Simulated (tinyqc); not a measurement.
Thermal, flicker and telegraph noise of a field-effect transistor: one step, computed by the program tinyqc.

Strong inversion, threshold roll-off and channel-length modulation left out; noise sources are uncorrelated and are given as one-sided spectral densities. The drain voltage is 50 mV.

Problem. Thermal noise and corner. C_ox = 3.9 eps_0/t; I = mu C_ox (W/L) V_ov V_D; g_m = I/V_ov; g_d0 = I/V_D. Thermal: S_I = 4 k_B T g_d0; input-referred S_V = S_I/g_m^2; corner f_c where flicker equals thermal. Total input noise from 1 Hz to f_c: sqrt(S_V,thermal [f_c ln(f_c/1 Hz) + f_c - 1 Hz]).

Inputs (values chosen for the exercise, modelled on a high-k silicon transistor): width W = 5.5 micrometre; length L = 430 nm; electrical oxide thickness t = 4.6 nm; mobility mu = 400 cm^2/(V s); overdrive V_ov = 0.67 V; frequency f = 30 Hz; temperature T = 300 K.

Operating region: linear. Flicker model: number fluctuation.

g_m = 192.0347 microsiemens

flicker S_I = 8.931511e-19 A^2/Hz

drain current I = 128.6633 microampere

Constants: k_B = 1.380649e-23 J/K; eps_0 = 8.8541878128e-12 F/m; e = 1.602176634e-19 C.

Give: thermal S_I; input-referred thermal noise; corner frequency f_c; input noise up to f_c; full shot noise 2eI over thermal S_I.

Solution.

thermal S_I = 4.2633e-23 A^2/Hz

input-referred thermal noise = 34.001 nV/sqrt(Hz)

corner frequency f_c = 6.2849e+05 Hz

input noise up to f_c = 102.11 microvolt

full shot noise 2eI over thermal S_I = 0.96704

At f the noise is flicker dominated (f_c/f = 20900).
